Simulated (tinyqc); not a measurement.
# A spin-degenerate level with charging energy between two leads, rate equations: effect of unequal tunnel rates

States 0, up, down and 2 with energies 0, e1 - Ez/2, e1 + Ez/2 and 2 e1 + U. mu_L = +V/2, mu_R = -V/2 (meV), f(x) = 1/(1 + exp(x/kB T)). A transition that adds one electron of given spin at the energy E has the rate G f(E - mu) from each lead, and its reverse G [1 - f(E - mu)]. I counts electrons leaving the left lead, times q.

Here e1 = 2 meV, Ez = 0 and V = +/- 12 mV, so that only the 0-1 transitions lie in the window. Transition energies: 0-up e1 - Ez/2, 0-down e1 + Ez/2, up-2 e1 + U + Ez/2, down-2 e1 + U - Ez/2. dp/dt = W p; W_ji is the rate from state i to j, and each column sums to zero. Steady state: W p = 0 with sum p = 1. I = q GL sum over transitions i-j of [fL p_i - (1 - fL) p_j].

Inputs (values chosen for the exercise):
- U = 8 meV (charging energy of the second electron)
- GL = 0.17 1/ns (tunnel rate to the left lead)
- T = 4.3 K (temperature)

Constants: q = 1.602176634e-19 C, kB = 1.380649e-23 J/K, Vt = kB T/q. Results are converted to the units shown.

Result of one run:
```
GR (1/ns)	I at +V (pA)	I at -V (pA)	|I(+V)/I(-V)|	(GL + 2 GR)/(2 GL + GR)
0.047	6.616	-9.698	0.6822	0.6822
```

What becomes of these results when the tunnel rate to the right lead GR is changed from 0.047 to 1.3 1/ns, all else the same?

Result of the changed run:
```
GR (1/ns)	I at +V (pA)	I at -V (pA)	|I(+V)/I(-V)|	(GL + 2 GR)/(2 GL + GR)
1.3	43.18	-25.57	1.689	1.689
```

The whole series:
```
GR (1/ns)	I at +V (pA)	I at -V (pA)	|I(+V)/I(-V)|	(GL + 2 GR)/(2 GL + GR)
0.0087	1.359	-2.529	0.5374	0.5374
0.02	3.026	-5.188	0.5833	0.5833
0.047	6.616	-9.698	0.6822	0.6822
0.11	13.32	-15.36	0.8667	0.8667
0.25	23.08	-20.33	1.136	1.136
0.57	34.12	-23.70	1.440	1.440
1.3	43.18	-25.57	1.689	1.689
3	48.93	-26.49	1.847	1.847
```

The ratio of the two currents rises from 0.537 to 1.85 and agrees with the last column to better than 0.01 %. An empty dot can be filled with either spin but a filled one empties in one way, so I = 2 q G_in G_out/(2 G_in + G_out): the current is larger when the slower junction is the entrance.

Range of the model: Rate equations need hbar G well below kB T; cotunnelling and the Kondo effect are left out.

Computed by the program tinyqc: `OMP_NUM_THREADS=1 python tinyqc.py 2780102 2780103 out.jsonl`, one thread of a shared Intel Xeon 2.30GHz, about 0.01 s for the whole run.
